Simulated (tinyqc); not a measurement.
Choosing the offset: vacuum evaporation: vapour pressure, source flux, thickness distribution, purity and step coverage. Computed by tinyqc, a small Python program. Command: `OMP_NUM_THREADS=1 python tinyqc.py 3114342 3114343 out.jsonl evap walk`. One thread of a shared host (Intel(R) Xeon(R) Processor @ 2.30GHz), about 0.01 s of CPU time with the checks.

Molecular flow, unit sticking of the metal, no re-evaporation. The background gas is taken as water vapour (18.015 g/mol, collision diameter 0.37 nm) at 300 K.

Inputs (values chosen for the exercise, modelled on titanium, with constants for the liquid): directionality n = 4; source-to-wafer distance h = 16 cm; wafer radius R = 7.5 cm.

Method. Rotating wafer, source offset by s and facing upwards: thickness at radius r is the mean over the angle a of (1 + (r^2 + s^2 - 2 r s cos a)/h^2)^(-(n + 3)/2), by 360 equal steps; non-uniformity (max - min)/(max + min) over 21 radii from 0 to R. The curvature at the centre vanishes at s/h = sqrt(2/(n + 3)).

Against the offset:
```
s/h,centre thickness,edge over centre,non-uniformity (%)
0.0,1.0000,0.4990,33.424
0.2,0.8717,0.5582,28.356
0.4,0.5948,0.7334,15.378
0.5,0.4579,0.8573,7.685
0.6,0.3409,0.9947,1.407
0.7,0.2477,1.1340,6.281
0.8,0.1770,1.2636,11.647
0.9,0.1254,1.3742,15.762
1.1,0.0623,1.5216,20.685
```

What does the comparison show, and why?

The best row, s/h = 0.6, has 1.4 % against 33 % on the axis, at the price of a rate lower by a factor 2.93; the small-wafer optimum is sqrt(2/(n + 3)) = 0.53.

Extremes, crossings and ranges named in words are read from the listed rows.
